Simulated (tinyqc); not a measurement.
Domain walls in a thin film with perpendicular anisotropy: Bloch, Neel and chiral walls, motion and stripe domains: one step, computed by the program tinyqc.

One-dimensional wall: polar angle theta(x), azimuth phi of the moment in the wall (phi = 0 Neel, 90 degrees Bloch). mu_0 = 1.25663706212e-6 T m/A, gamma = 1.76085963023e11 rad/(s T).

Task: Stripe domains. Dipolar length l = sigma/(mu_0 M_s^2); for t much smaller than the period the domain width is w = 0.955 t exp(pi l/t) (Kaplan and Gehring), given as log10 of w in nm.

Inputs (values chosen for the exercise, for a model film): saturation magnetisation M_s = 1090 kA/m; thickness t = 2.6 nm.

wall energy sigma = 12.73182 mJ/m^2

Give: dipolar length l; log10 of the domain width in nm.

Result:

dipolar length l = 8.5276 nm

log10 of the domain width in nm = 4.8699

Equilibrium domains are about 74000 nm wide. Caution: the formula for N_x assumes a film much thinner than the wall width.
